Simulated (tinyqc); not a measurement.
Worked calculation: Pariser-Parr-Pople SCF with singles CI, for the molecule O=Cc1[cH-]ccn1 (SMILES; centres numbered as the heavy atoms are written). One step of it, computed by the program tinyqc.

Task: Iteration 3: orbitals and new P. Diagonalise F (the basis is taken as orthonormal) and form P = 2 sum c c over the lowest orbitals; 0.3 of the old P is kept.

F (eV), lower triangle:
```
           1O         2C         3C         4C         5C         6C         7N
1O  -5.431094
2C  -5.690491   0.817512
3C   0.440150  -4.137460   0.213931
4C   0.354928  -0.374090  -4.608508  -0.257413
5C  -0.177337   0.247386   0.537626  -4.975517  -0.324124
6C  -0.245645   0.299987   0.693191   0.456521  -4.762734   0.312157
7N   0.375179  -0.264833  -4.622097   0.791999   0.552871  -5.120628  -2.110886
```

pi electrons, sum of z_r less the charge = 8

P after iteration 2, lower triangle:
```
           1O         2C         3C         4C         5C        6C        7N
1O   1.490871
2C   0.784695   0.712824
3C  -0.162622   0.462783   1.117165
4C  -0.192445   0.146051   0.587409   1.133707
5C   0.118001  -0.132185  -0.194780   0.684401   1.166197
6C   0.150906  -0.160324  -0.251203  -0.165425   0.628317  1.086258
7N  -0.161832   0.102305   0.546398  -0.283461  -0.197898  0.675700  1.292979
```

Give: orbital energies; P after iteration 3.

Result:

orbital energies (eV): -9.8128  -8.4748  -5.1627  -4.3856  4.4400  7.8914  8.7247

P after iteration 3, lower triangle:
```
         1O       2C       3C       4C       5C      6C      7N
1O   1.5428
2C   0.7625   0.6717
3C  -0.1638   0.4688   1.1153
4C  -0.1856   0.1632   0.5894   1.1270
5C   0.1115  -0.1380  -0.1968   0.6831   1.1693
6C   0.1458  -0.1681  -0.2543  -0.1560   0.6304  1.0641
7N  -0.1499   0.1102   0.5375  -0.2887  -0.1921  0.6776  1.3098
```
